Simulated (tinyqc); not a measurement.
From results back to parameters: round or elliptic silicon nanowire with anisotropic valleys (Ritz method). Five cases, with inputs chosen for the exercise.

Problem. For a circular wire every level scales as 1/R^2. The lowest level of group A was computed from a hidden radius.

Wire along x = [110] on a (001) wafer, y = [-110], z = [001]. Valley groups (w = inverse masses): A, two valleys along z: w_y = 1/mt, w_z = 1/ml, m_x = mt; B, four valleys in the wafer plane: w_y = (1/ml + 1/mt)/2, w_z = 1/mt, m_x = (ml + mt)/2.

Hard wall on the ellipse (y/a)^2 + (z/b)^2 = 1, c = hbar^2/2m0. With u = y/a, v = z/b the operator is -c [(w_y/a^2) d2/du2 + (w_z/b^2) d2/dv2] on the unit disc. Basis (1 - u^2 - v^2) u^i v^j; S, X and Y are the disc integrals of f f', (df/du)(df'/du) and (df/dv)(df'/dv), from the integral of u^p v^q = 2 Gamma((p+1)/2) Gamma((q+1)/2)/((p + q + 2) Gamma((p+q+2)/2)) for even p, q; H = c (w_y X/a^2 + w_z Y/b^2).

Converged values use 21 functions of each parity class (e or o in u, then in v).

Constants: hbar^2/2m0 = 3.80998211 eV angstrom^2.

Case 1.

Values chosen (out of a larger set: near those of a Si nanowire; not measured data): ml = 0.932 m0 (longitudinal mass); mt = 0.193 m0 (transverse mass).

level = 0.052260 eV

Case 2.

Values chosen (out of a larger set: near those of a Si nanowire; not measured data): ml = 0.905 m0 (longitudinal mass); mt = 0.188 m0 (transverse mass).

level = 0.131517 eV

Case 3.

Values chosen (out of a larger set: near those of a Si nanowire; not measured data): ml = 0.899 m0 (longitudinal mass); mt = 0.193 m0 (transverse mass).

level = 0.066610 eV

Case 4.

Values chosen (out of a larger set: near those of a Si nanowire; not measured data): ml = 0.931 m0 (longitudinal mass); mt = 0.193 m0 (transverse mass).

level = 0.034991 eV

Case 5.

Values chosen (out of a larger set: near those of a Si nanowire; not measured data): ml = 0.903 m0 (longitudinal mass); mt = 0.19 m0 (transverse mass).

level = 0.035647 eV

Find: E R^2/c; R.

Solution.

Case 1.

E R^2/c = 17.777
R = 36.0 angstrom

Solve once for R = 1 and scale. The mean inverse mass would give 2.404826^2 (1/mt + 1/ml)/2 = 18.085, 1.7 % too high.

Case 2.

E R^2/c = 18.261
R = 23.0 angstrom

Solve once for R = 1 and scale. The mean inverse mass would give 2.404826^2 (1/mt + 1/ml)/2 = 18.576, 1.7 % too high.

Case 3.

E R^2/c = 17.903
R = 32.0 angstrom

Solve once for R = 1 and scale. The mean inverse mass would give 2.404826^2 (1/mt + 1/ml)/2 = 18.199, 1.7 % too high.

Case 4.

E R^2/c = 17.780
R = 44.0 angstrom

Solve once for R = 1 and scale. The mean inverse mass would give 2.404826^2 (1/mt + 1/ml)/2 = 18.088, 1.7 % too high.

Case 5.

E R^2/c = 18.113
R = 44.0 angstrom

Solve once for R = 1 and scale. The mean inverse mass would give 2.404826^2 (1/mt + 1/ml)/2 = 18.421, 1.7 % too high.

Computed by tinyqc, one run a case: `OMP_NUM_THREADS=1 python tinyqc.py N N+1 out.jsonl` with N = 1281845, 1281923, 1281997, 1282145, 1282166; one thread of a shared Intel(R) Xeon(R) Processor @ 2.30GHz, about 0.08 s a run at most.
